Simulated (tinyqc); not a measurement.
Inside a calculation. Method: UKS/LDA (PW92) in the 3-21g basis, for H2-, spin multiplicity 2. The basis has no diffuse functions, so it cannot describe the extra electron: this is an exercise in the method, not the real anion. One step of it, computed by the program tinyqc.

Task: Iteration 2: building the Kohn-Sham matrix. J_ij = sum D_kl (ij|kl) with D = D(alpha) + D(beta); F = H + J + V_xc; E = tr D H + tr D J / 2 + E_xc + E_nn.

D(alpha) after iteration 1:
```
           1H 1s      1H 2s      2H 1s      2H 2s
1H 1s   0.085352   0.354630   0.016167  -0.189022
1H 2s   0.354630   2.271062  -0.189022  -2.000904
2H 1s   0.016167  -0.189022   0.085352   0.354630
2H 2s  -0.189022  -2.000904   0.354630   2.271062
```

D(beta) after iteration 1:
```
          1H 1s     1H 2s     2H 1s     2H 2s
1H 1s  0.041680  0.078366  0.041680  0.078366
1H 2s  0.078366  0.147340  0.078366  0.147340
2H 1s  0.041680  0.078366  0.041680  0.078366
2H 2s  0.078366  0.147340  0.078366  0.147340
```

core Hamiltonian H = T + V (hartree):
```
           1H 1s      1H 2s      2H 1s      2H 2s
1H 1s  -0.849952  -0.914801  -0.701005  -0.739683
1H 2s  -0.914801  -0.947662  -0.739683  -0.856790
2H 1s  -0.701005  -0.739683  -0.849952  -0.914801
2H 2s  -0.739683  -0.856790  -0.914801  -0.947662
```

Two-electron integrals (ij|kl) in chemists' order, unique and non-zero (hartree):
```
(11|11) 1.140145   (21|11) 0.611403   (21|21) 0.345152   (22|11) 0.626370
(22|21) 0.380329   (22|22) 0.482957   (31|11) 0.347409   (31|21) 0.197385
(31|22) 0.218834   (31|31) 0.144955   (32|11) 0.324183   (32|21) 0.195709
(32|22) 0.242141   (32|31) 0.151364   (32|32) 0.179786   (33|11) 0.651844
(33|21) 0.401932   (33|22) 0.511750   (33|31) 0.347409   (33|32) 0.434889
(33|33) 1.140145   (41|11) 0.434889   (41|21) 0.246415   (41|22) 0.273216
(41|31) 0.151364   (41|32) 0.153329   (41|33) 0.324183   (41|41) 0.179786
(42|11) 0.487591   (42|21) 0.297891   (42|22) 0.384194   (42|31) 0.189476
(42|32) 0.221122   (42|33) 0.487591   (42|41) 0.221122   (42|42) 0.326035
(43|11) 0.401932   (43|21) 0.247031   (43|22) 0.317536   (43|31) 0.197385
(43|32) 0.246415   (43|33) 0.611403   (43|41) 0.195709   (43|42) 0.297891
(43|43) 0.345152   (44|11) 0.511750   (44|21) 0.317536   (44|22) 0.426511
(44|31) 0.218834   (44|32) 0.273216   (44|33) 0.626370   (44|41) 0.242141
(44|42) 0.384194   (44|43) 0.380329   (44|44) 0.482957
```

nuclear repulsion = 0.68280930 hartree

V_xc(alpha) (hartree):
```
           1H 1s      1H 2s      2H 1s      2H 2s
1H 1s  -0.566451  -0.323434  -0.207003  -0.236095
1H 2s  -0.323434  -0.365109  -0.236095  -0.307462
2H 1s  -0.207003  -0.236095  -0.566451  -0.323434
2H 2s  -0.236095  -0.307462  -0.323434  -0.365109
```

V_xc(beta) (hartree):
```
           1H 1s      1H 2s      2H 1s      2H 2s
1H 1s  -0.511209  -0.291776  -0.194905  -0.216862
1H 2s  -0.291776  -0.325549  -0.216862  -0.278141
2H 1s  -0.194905  -0.216862  -0.511209  -0.291776
2H 2s  -0.216862  -0.278141  -0.291776  -0.325549
```

E_xc = sum of w rho eps_xc = -0.92398158 hartree

Give: Coulomb J; F(alpha); F(beta); total energy of this density.

Result:

Coulomb J (hartree):
```
       1H 1s  1H 2s  2H 1s  2H 2s
1H 1s  1.922  1.150  0.736  0.850
1H 2s  1.150  1.435  0.850  1.213
2H 1s  0.736  0.850  1.922  1.150
2H 2s  0.850  1.213  1.150  1.435
```

F(alpha) (hartree):
```
        1H 1s   1H 2s   2H 1s   2H 2s
1H 1s   0.506  -0.088  -0.172  -0.126
1H 2s  -0.088   0.123  -0.126   0.049
2H 1s  -0.172  -0.126   0.506  -0.088
2H 2s  -0.126   0.049  -0.088   0.123
```

F(beta) (hartree):
```
        1H 1s   1H 2s   2H 1s   2H 2s
1H 1s   0.561  -0.057  -0.160  -0.107
1H 2s  -0.057   0.162  -0.107   0.079
2H 1s  -0.160  -0.107   0.561  -0.057
2H 2s  -0.107   0.079  -0.057   0.162
```

total energy of this density = -0.88604 hartree
